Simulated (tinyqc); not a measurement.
# A tight-binding chain with uneven site energies, recursive Green functions: effects of single changes

The device has N = 9 slices of 1 site(s), nearest-neighbour hopping -t, and site energies U; the leads are semi-infinite continuations with site energy 0. V = <i+1|H|i> = -t 1.

Values chosen for this exercise:

| symbol | value | unit | meaning |
|---|---|---|---|
| t | 1 | eV | hopping (matrix element -t) |
| U | [-1.01, 1.1, 0.95, 0.51, 0.88, 0.16, -1.07, -0.22, 0.53] | eV | site energies, slice by slice |
| E | -0.54 | eV | energy |

Each table varies one quantity; the others keep the values above.

## Effect of the strength of the potential

Sigma = t^2 g(E), g(x) = (x - i sqrt(4 t^2 - x^2))/(2 t^2) for |x| < 2 t and (x - sign(x) sqrt(x^2 - 4 t^2))/(2 t^2) otherwise; Gamma = i (Sigma - Sigma^dagger); both leads give the same. Forward pass: g_1 = (E - H_1 - Sigma)^(-1), g_i = (E - H_i - V g_(i-1) V^dagger)^(-1), with Sigma also subtracted on the last slice; G_(i,1) = g_i V G_(i-1,1), starting from g_1. H_i is the block of slice i, its site energy. T(E) = Tr[Gamma G_(N,1) Gamma G_(N,1)^dagger]. All U are multiplied by the factor sc.

Results:
```
sc         T(E)  reflection, modes - T(E)
0        1.0000                         0
0.38    0.89551                   0.10449
0.75    0.50272                   0.49728
1.5     0.19898                   0.80102
1.88   0.026273                   0.97373
2.25  0.0019469                   0.99805
2.62  2.1180e-4                   0.99979
3     2.6339e-5                   0.99997
```

Estimate the missing row, sc = 1.12.

Computed row:
```
sc       T(E)  reflection, modes - T(E)
1.12  0.25464                   0.74536
```

With this row back in the table: T(E) falls from 1.00 to 2.63e-5. At sc = 0 the device equals the leads and transmits all 1 open mode(s). Between the first two non-zero rows the reflection goes as sc^(2.29); the sc^2 of weak scattering holds only at smaller sc than these rows.

## The device repeated

Same model as above.

The list U is repeated k times, so the device has k N slices.

Results:
```
k      T(E)  ln T(E)
1    0.3053   -1.187
2    0.1145   -2.167
3   0.07098   -2.645
4   0.06205   -2.780
5   0.07355   -2.610
6    0.1243   -2.085
10   0.1062   -2.243
12  0.06229   -2.776
```

Estimate the missing row, k = 8.

Computed row:
```
k    T(E)   ln T(E)
8  0.9697  -0.03072
```

With this row back in the table: T(E) moves between 0.0621 and 0.970 and does not die away: at least one band of the periodic structure that the repeats form is open at this energy.

## Transmission against energy

Same model as above.

Result of one run:
```
E (eV)  open modes      T(E)  T(E) per open mode
1.58             1  0.028377            0.028377
```

What becomes of these results when the energy E is changed from 1.58 to -1.58 eV, all else the same?

Result of the changed run:
```
E (eV)  open modes       T(E)  T(E) per open mode
-1.58            1  0.0012612           0.0012612
```

The whole series:
```
E (eV)  open modes       T(E)  T(E) per open mode
-1.9             1  2.9649e-4           2.9649e-4
-1.58            1  0.0012612           0.0012612
-1.27            1   0.012682            0.012682
-0.95            1    0.66541             0.66541
-0.63            1    0.27320             0.27320
-0.32            1    0.33607             0.33607
0                1    0.45698             0.45698
0.32             1    0.60857             0.60857
0.63             1    0.29941             0.29941
0.95             1    0.90260             0.90260
1.27             1   0.074999            0.074999
1.58             1   0.028377            0.028377
1.9              1    0.12850             0.12850
```

T(E) lies between 2.96e-4 (E = -1.9 eV) and 0.903 (E = 0.95 eV) in these rows. The leads offer 1 open mode(s), of which the mean share 0.29 is transmitted.

Computed by the program tinyqc: `OMP_NUM_THREADS=1 python tinyqc.py 2660111 2660112 out.jsonl`, one thread of a shared Intel Xeon 2.30GHz, about 0.03 s for the whole run.
